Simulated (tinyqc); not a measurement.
Ballistic conductance of a hard-wall wire of circular section by counting modes: two steps of the calculation.

Subband edges E_(l,s) = C (j_(l,s)/a)^2/m with j_(l,s) the s-th zero of the Bessel function J_l; levels with l > 0 count twice; C = hbar^2/(2 m0). Every mode transmits fully; spin gives the factor 2 in 2 q^2/h, valleys the factor gv.

Values chosen for this exercise: temperature T = 300 K; mass m = 0.19 m0; valleys gv = 1; Fermi energy above the bulk band edge Ef = 0.31 eV; radius a = 4.2 nm; highest subband edge listed Et = 0.413 eV.

Constants: q = 1.602176634e-19 C, kB = 1.380649e-23 J/K, hbar = 1.054571817e-34 J s, h = 6.62607015e-34 J s, m0 = 9.1093837015e-31 kg, Vt = kB T/q, hbar^2/(2 m0) = 0.0380998212 eV nm^2. Results are converted to the units shown.

Problem 1. Subband edges and their occupation. List the edges below Et; each adds its degeneracy times f = 1/(1 + exp((E_n - Ef)/Vt)) to the thermal mode count.

Find: edge; degeneracy; f.

Solution 1.

```
mode  edge (eV)  degeneracy        f
0,1     0.06574           1  0.99992
1,1     0.16690           2  0.99607
2,1     0.29982           2  0.59722
0,2     0.34639           1  0.19663
```

Problem 2. Conductance and ballistic resistance. G = (2 q^2/h) gv M; at zero temperature M counts the edges below Ef, at T it is the sum of degeneracy times f. The smooth (Sharvin) count is kF^2 A/(4 pi), kF = sqrt(m Ef/C), A = pi a^2, perimeter p = 2 pi a, and with the boundary term kF^2 A/(4 pi) - kF p/(4 pi). The sum runs over the edges listed.

```
mode   edge (eV)  degeneracy           f
0,1   0.06574124           1  0.99992119
1,1   0.16689953           2  0.99607076
2,1   0.29981745           2  0.59721604
0,2   0.34638669           1  0.19662864
```

Wanted: M at zero temperature; M at T; G; resistance 1/G; smooth count.

Solution 2.

M at zero temperature = 5
M at T = 4.383
G = 339.6 uS
resistance 1/G = 2.945 kohm
smooth count = 6.818

The smooth count is 56 % above M at T. With the boundary term it is 4.21.

tinyqc, about 0.04 s, one thread, Intel Xeon 2.30GHz (shared host): `OMP_NUM_THREADS=1 python tinyqc.py 2740031 2740032 out.jsonl`
